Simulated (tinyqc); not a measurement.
Minority carriers and saturation current of a heavily doped emitter: one step of the calculation.

n-type, parabolic bands, full ionisation. eta = (EF - Ec)/kB T solves N = Nc F12(eta), F12(x) = (2/sqrt(pi)) int_0^infinity sqrt(u)/(1 + exp(u - x)) du. The gap shrinks rigidly by dEg = a3 y^(1/3) + a4 y^(1/4) + a2 y^(1/2), y = N/1e18 cm^-3, an empirical law that is here taken as the true narrowing.

Question. Saturation current. 1/tau = Cn N^2 + 1/ts, D = mup Vt, L = sqrt(D tau); J0 = (q p0 D/L)(s + tanh(W/L))/(1 + s tanh(W/L)), s = S L/D; the share recombining inside is 1 - 1/[cosh(W/L)(1 + tanh(W/L)/s)].

Values chosen for this exercise; band and dielectric values close to those of silicon:
```
symbol    value        unit                                meaning
T           350           K                            temperature
N        4.3e19       cm^-3                  ionised donor density
mup         190  cm^2/(V s)                 minority-hole mobility
Cn      3.2e-31      cm^6/s                      Auger coefficient
ts          3.6          us                        defect lifetime
W           390          nm                          emitter width
S           9e6        cm/s  recombination velocity at the contact
```

Constants: q = 1.602176634e-19 C, kB = 1.380649e-23 J/K, Vt = kB T/q. Results are converted to the units shown.

p0 = 24899.198 cm^-3

Find: tau; L; s; J0; share recombining inside.

Answer.

tau = 1.6893 ns
L = 983.90 nm
s = 154.53
J0 = 6.0762e5 fA/cm^2
share recombining inside = 7.5978 %

The emitter is transparent: most holes reach the contact.

Range of the model: Band tails, non-parabolic bands and incomplete ionisation are left out.

tinyqc, about 0.01 s, one thread, Intel Xeon 2.30GHz (shared host): `OMP_NUM_THREADS=1 python tinyqc.py 2330106 2330107 out.jsonl`
